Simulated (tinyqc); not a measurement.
What moves the count of states: density of states of one tight-binding band of a chain.

E(k) = -2 t cos(2 pi k) - 2 t2 cos(4 pi k); k in fractions of the reciprocal vectors, mesh k_i = j/N with j = 0 .. N-1. Densities are per cell and per spin, so the band holds one state.

Each interval of the mesh is a segment with E linear in k: n = (E - e1)/(e2 - e1), g = 1/(e2 - e1) between its end values.

Gaussian broadening: g(E) = mean over the mesh of exp(-(E - E_k)^2/(2 sigma^2))/(sigma sqrt(2 pi)), n(E) = mean of erfc((E_k - E)/(sigma sqrt 2))/2.

Parameters, chosen for this exercise:
- t = 2.45 eV (nearest hopping)
- t2 = -0.42 eV (second hopping)
- E = 0.88 eV (energy at which the density is wanted)
- sigma = 0.735 eV (Gaussian width)

Linear method and Gaussian sum with N = 400.

One parameter was then changed.

Results before and after:
```
case     n linear  g linear (1/eV)  n Gaussian  g Gaussian (1/eV)
base       0.6026           0.0563      0.6020             0.0571
changed    0.5945           0.0523      0.5940             0.0529
```

Which of these changes was made? (a) sigma = 1.47 eV; (b) t = 2.695 eV; (c) t2 = -0.297 eV; (d) E = 1.125 eV.
Answer: (b) t = 2.695 eV. Of the candidates, run in turn, only this one gives the changed row.

All candidates:
```
case             n linear  g linear (1/eV)  n Gaussian  g Gaussian (1/eV)
base               0.6026           0.0563      0.6020             0.0571
t = 2.695 eV       0.5945           0.0523      0.5940             0.0529
E = 1.125 eV       0.6163           0.0558      0.6159             0.0567
sigma = 1.47 eV    0.6026           0.0563      0.5999             0.0607
t2 = -0.297 eV     0.5909           0.0595      0.5905             0.0604
```

tinyqc: `OMP_NUM_THREADS=1 python tinyqc.py 1651267 1651268 out.jsonl`; about 0.01 s, one thread, shared Intel(R) Xeon(R) Processor @ 2.30GHz.
